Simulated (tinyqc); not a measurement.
What each parameter does: polytypes by hexagonality, and a cubic inclusion as a quantum well.

Gap: E3 + (E2 - E3) h. Valence top Ev2 h and polarisation P2 h, both counted from 3C; Ec = Ev + gap.

A cubic inclusion of width L = N d in the host (h = 1) is a well of depth V = Ec(host) - Ec(3C). Square well with mass mismatch: k tan(k L/2) = (m_w/m_b) q, k = sqrt(m_w E/c), q = sqrt(m_b (V - E)/c), c = hbar^2/2m0, lowest root. The depth of the level, V - E, is its binding, and the transition to the valence top of the host is gap(host) - (V - E). The step in polarisation gives a field |F| = |P|/(eps eps0) in a thin inclusion, eps0 = 8.8541878e-12 F/m.

Constants: hbar^2/2m0 = 3.80998211 eV angstrom^2.

Inputs chosen for the exercise (of the order of those of GaN; the results hold for these values, not for the real material):
- E3 = 3.289 eV (gap of the cubic polytype)
- E2 = 3.512 eV (gap of 2H)
- Ev2 = 0.05 eV (valence top of 2H above that of 3C)
- P2 = -0.0167 C/m^2 (spontaneous polarisation of 2H)
- m = (0.211, 0.194) m0 (electron mass along c in the cubic layer and in the host)
- d = 2.585 angstrom (thickness of a double layer)
- eps = 9.3 (dielectric constant)
- N = 2 (double layers in the cubic inclusion)

Well depth, depth of the level, transition without the field and field.

One parameter was then changed.

Results before and after:

| case | V (eV) | depth (eV) | transition (eV) | \|F\| (MV/cm) |
|---|---|---|---|---|
| base | 0.2730 | 0.0227 | 3.4893 | 2.028 |
| changed | 0.3030 | 0.0277 | 3.5143 | 2.028 |

Which of these changes was made? (a) E3 = 3.269 eV; (b) N = 3; (c) m = (0.253, 0.194) m0; (d) Ev2 = 0.08 eV; (e) P2 = -0.0217 C/m^2; (f) eps = 10.3; (g) E2 = 3.542 eV.

Answer: (g) E2 = 3.542 eV. Of the candidates, run in turn, only this one gives the changed row.

All candidates:

| case | V (eV) | depth (eV) | transition (eV) | \|F\| (MV/cm) |
|---|---|---|---|---|
| base | 0.2730 | 0.0227 | 3.4893 | 2.028 |
| N = 3 | 0.2730 | 0.0453 | 3.4667 | 2.028 |
| Ev2 = 0.08 eV | 0.3030 | 0.0277 | 3.4843 | 2.028 |
| E3 = 3.269 eV | 0.2930 | 0.0260 | 3.4860 | 2.028 |
| E2 = 3.542 eV | 0.3030 | 0.0277 | 3.5143 | 2.028 |
| P2 = -0.0217 C/m^2 | 0.2730 | 0.0227 | 3.4893 | 2.635 |
| eps = 10.3 | 0.2730 | 0.0227 | 3.4893 | 1.831 |
| m = (0.253, 0.194) m0 | 0.2730 | 0.0230 | 3.4890 | 2.028 |

Program tinyqc; command `OMP_NUM_THREADS=1 python tinyqc.py 1850318 1850319 out.jsonl`; about 0.06 s on one thread of a shared Intel(R) Xeon(R) Processor @ 2.30GHz.
